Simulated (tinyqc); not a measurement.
From results back to parameters: thin (001) film in sp3s* tight binding with raised dangling bonds. Two cases, with inputs chosen for the exercise.

Problem. The gap of a passivated film (lowest level above mid-gap less highest below, mid-gap being half the lower bulk edge) belongs to a hidden number of planes between 6 and 45.

Planes alternate anion (a), cation (c) along [001], a/4 apart, starting with an anion; zero in-plane momentum; levels counted from the bulk Ev, the lower root of [[Epa, Vxx], [Vxx, Epc]]; no spin-orbit coupling. Block of s, pz, s*: from an anion to the cation above, Vss/2 (s,s), Vsapc/2 (s,z), -Vscpa/2 (z,s), Vxx/2 (z,z), Vxapc/2 (s*,z), -Vpaxc/2 (z,s*); to the cation below the same with the s-z and s*-z signs reversed. Block of u = (px + py)/sqrt2 and v = (px - py)/sqrt2: to the cation above (Vxx + Vxy)/2 for u and (Vxx - Vxy)/2 for v, to the cation below the reverse. Each surface atom has two dangling sp3 hybrids; raising both by dl adds (dl/2) [[1, t], [t, 1]] to its s, pz levels (t = -1 at the bottom face, +1 at the top) and dl to the one of u, v in whose plane the missing bonds lie (v for a bottom anion or a top cation, u for a top anion).

Case 1.

Values chosen (out of a larger set: near a published set for InAs, fitted to gaps, whose masses and valley positions are rough; not measured data): p = (-9.492, 0.903, -2.737, 3.737, 7.393, 6.712, -5.572, 1.833, 4.495, 3.029, 5.394, 3.414, 3.911) eV (order Esa, Epa, Esc, Epc, Exa, Exc, Vss, Vxx, Vxy, Vsapc, Vscpa, Vxapc, Vpaxc); dp = 30 eV (value of dl for the passivated films); a = 6.057 angstrom (lattice constant).

edges (eV): Gamma 0.3981, Delta 2.2482

gap of the film = 0.5001 eV

Case 2.

Values chosen (out of a larger set: near a published set for GaP, fitted to gaps, whose masses and valley positions are rough; not measured data): p = (-8.111, 1.129, -2.194, 4.129, 8.542, 7.188, -7.475, 2.153, 5.134, 4.27, 6.326, 4.666, 5.089) eV (order Esa, Epa, Esc, Epc, Exa, Exc, Vss, Vxx, Vxy, Vsapc, Vscpa, Vxapc, Vpaxc); dp = 30 eV (value of dl for the passivated films); a = 5.454 angstrom (lattice constant).

edges (eV): Gamma 2.8817, Delta 2.3484

gap of the film = 2.4366 eV

Find: N; thickness N a/4.

Solution.

Case 1.

N = 38
thickness N a/4 = 57.54 angstrom

Computing the films in turn gives 0.4910, 0.5001 and 0.4847 eV for N = 37, 38 and 39; no other N in the range comes within 1 meV.

Case 2.

N = 22
thickness N a/4 = 30.00 angstrom

Computing the films in turn gives 2.4494, 2.4366 and 2.4336 eV for N = 21, 22 and 23; no other N in the range comes within 1 meV.

Computed by tinyqc, one run a case: `OMP_NUM_THREADS=1 python tinyqc.py N N+1 out.jsonl` with N = 1481009, 1481073; one thread of a shared Intel(R) Xeon(R) Processor @ 2.30GHz, about 0.4 s a run at most.
